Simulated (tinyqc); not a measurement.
Inside a calculation: phonon-assisted absorption at an indirect gap. Values are carried at full precision from step to step, so a last printed digit may differ when a step is redone from the rounded ones.

alpha(E) = sum_j A_j [N_j (E - Eg + w_j)^2 + (N_j + 1)(E - Eg - w_j)^2], each bracket counted only where its base is positive; N_j = 1/(exp(w_j/kB T) - 1). The first term absorbs a phonon and the second emits one; excitons and direct transitions are left out.

Constants: kB = 8.617333262e-05 eV/K.

Parameters, chosen for this exercise (loosely those of Si at room temperature; Eg is not tied to T; not measured data):
```
symbol  value         unit         meaning
Eg      1.142         eV           indirect gap, held fixed unless listed
w       (56.1, 18.3)  meV          two zone-edge phonons
A       (3100, 370)   1/(cm eV^2)  their strengths
T       300           K
E       1.436         eV           photon energy
nr      3.59                       refractive index
d       74            micrometre   thickness
xj      0.089         micrometre   dead layer at the surface
W       6.8           micrometre   depleted width
L       190           micrometre   minority diffusion length below it
```

## The four branches at one energy

Evaluate the occupations and each term.

N_j: 0.1289  0.9712

terms with phonon absorption (1/cm): 48.97  35.05

terms with phonon emission (1/cm): 198.1  55.44

alpha = 337.5 1/cm
wavelength hc/E (hc = 1239.841984 eV nm) = 863.4 nm

Phonon absorption supplies 24.9 % of alpha; the depth 1/alpha is 29.6 micrometre.

## What a slab does with it

Slab of thickness d in air, incoherent passes: R = ((nr - 1)/(nr + 1))^2, x = exp(-alpha d); transmitted Tr = (1 - R)^2 x/(1 - R^2 x^2), reflected Rt = R + (1 - R)^2 R x^2/(1 - R^2 x^2), absorbed Ab = (1 - R)(1 - x)/(1 - R x).

d in cm is 1e-4 times the value in micrometres.

R = 0.3184
x = 0.0823
Tr = 0.0383
Rt = 0.3194
Ab = 0.6423

A single pass would absorb (1 - R)(1 - x) = 0.6255; the back face adds 0.0168.

## Quantum efficiency of a diode

Photodiode (Gaertner form with a dead layer): QE = (1 - R) exp(-alpha xj) [1 - exp(-alpha W)/(1 + alpha L)], R = ((nr - 1)/(nr + 1))^2; responsivity = QE/E in A/W for E in eV.

Evaluate the factors; 1 micrometre = 1e-4 cm.

passes the dead layer = 0.9970
collected share = 0.8928
QE = 0.6067
responsivity = 0.4225 A/W

Without diffusion from below the collected share would be 0.2051.

## Checks

- Tr + Rt + Ab against 1: both 1.000000.

Computed by tinyqc, a small Python program: `OMP_NUM_THREADS=1 python tinyqc.py 1680220 1680221 out.jsonl` (the numbers bound the seed that draws the inputs); one thread of a shared host (Intel(R) Xeon(R) Processor @ 2.30GHz), about 0.01 s for the whole set of steps.
